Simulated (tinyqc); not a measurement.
## Dose and depth of a threshold implant

Inverse problem. A sheet of D acceptors per cm^2 lies at depth xi inside the depleted layer of a body doped Na. In the depletion approximation VT = Vfb + f2 + q D/Cox + gamma sqrt(f2 + Vsb - q D xi/(eps0 eps_r)), gamma = sqrt(2 eps0 eps_r q Na)/Cox, Cox = eps0 eox/tox. Find gamma, D and xi.

Parameters, values chosen for the exercise; band and dielectric values close to those of silicon:
```
symbol,value,unit,meaning
eps_r,11.9,,relative permittivity
Na,7e15,cm^-3,acceptor density deep in the body
eox,25.1,,relative permittivity of the gate insulator (close to zirconium oxide)
tox,3.6,nm,insulator thickness
Vfb,-0.6,V,flat-band voltage
f2,0.692,V,band bending 2 phiF at threshold
```

Constants: q = 1.602176634e-19 C, eps0 = 8.8541878128e-14 F/cm where lengths are in cm. Results are converted to the units shown.

VT against the source at Vsb = 0 and 1.7 V (V): 0.10408851  0.11018390

Answer. With y^2 = f2 - q D xi/(eps0 eps_r) and d the difference of the thresholds over gamma, sqrt(y^2 + Vsb) - y = d gives y = (Vsb - d^2)/(2 d). The first threshold then gives D, and y^2 gives xi.

gamma = 0.00787 V^0.5
D = 2.50e11 cm^-2
xi = 49.0 nm

tinyqc, about 0.4 s, one thread, Intel Xeon 2.30GHz (shared host): `OMP_NUM_THREADS=1 python tinyqc.py 2080108 2080109 out.jsonl`
